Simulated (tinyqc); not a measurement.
Cluster expansion of a binary alloy: correlations, fit, cross-validation and ground states. Changing the fraction x of B. Computed by tinyqc, a small Python program. Command: `OMP_NUM_THREADS=1 python tinyqc.py 3004995 3004996 out.jsonl clex sweep`. One thread of a shared host (Intel(R) Xeon(R) Processor @ 2.30GHz), about 0.07 s of CPU time with the checks.

s = +1 for A and -1 for B. Energy per site E = J0 + J1 P(point) + sum over clusters of m V P, with P the mean product of spins; V > 0 on a pair favours unlike neighbours. Clusters per site m: pair 1 2, pair 2 2, pair 3 2, triplet 4; the triplet is two first-neighbour bonds at a right angle. Formation energies are counted from the line between pure A and pure B, which removes J0 and J1.

Inputs (values chosen for the exercise, for a model alloy): first-pair interaction V1 = 29.4 meV; second-pair interaction V2 = 4.8 meV; third-pair interaction V3 = 0.79 meV; triplet interaction Vt = 2.9 meV; temperature T = 2600 K.

Lattice: square.

Constants: k_B = 8.617333262e-05 eV/K.

Method. Random alloy: P(pair) = p^2, P(triplet) = p^3, p = 1 - 2x, so H_mix = (p^2 - 1) sum m V(pairs) + (p^3 - p) m Vt; G_mix = H_mix + k_B T [x ln x + (1 - x) ln(1 - x)]. To first order in 1/T the Warren-Cowley parameter of shell 1 is alpha_1 = -(1 - p^2) V_eff/(k_B T), V_eff = V1 + (number of triplets on a first-neighbour bond) p Vt, that number being 4.

One run for each value:
```
fraction x of B  mixing enthalpy H_mix (meV/site)  mixing free energy G_mix (meV/site)   alpha_1
0.05                                     -15.2798                               -59.76  -0.03379
0.15                                     -39.8310                              -134.54  -0.08541
0.25                                     -56.8350                              -182.83  -0.11783
0.35                                     -66.8486                              -211.91  -0.13354
0.45                                     -70.4286                              -224.61  -0.13503
0.55                                     -68.1318                              -222.31  -0.12478
0.65                                     -60.5150                              -205.58  -0.10528
0.75                                     -48.1350                              -174.13  -0.07900
0.85                                     -31.5486                              -126.26  -0.04844
0.95                                     -11.3126                               -55.79  -0.01608
```

Over the rows, mixing enthalpy H_mix (meV/site) goes from -15.3 through a minimum among these rows, -70.4 at 0.450, to -11.3; mixing free energy G_mix (meV/site) goes from -59.8 through a minimum among these rows, -225 at 0.450, to -55.8; alpha_1 goes from -0.0338 through a minimum among these rows, -0.135 at 0.450, to -0.0161. Pairs alone give a parabola symmetric about x = 1/2; the triplet tilts it, and H_mix(0.25) - H_mix(0.75) = -8.70 meV.

Extremes, crossings and ranges named in words are read from the listed rows.
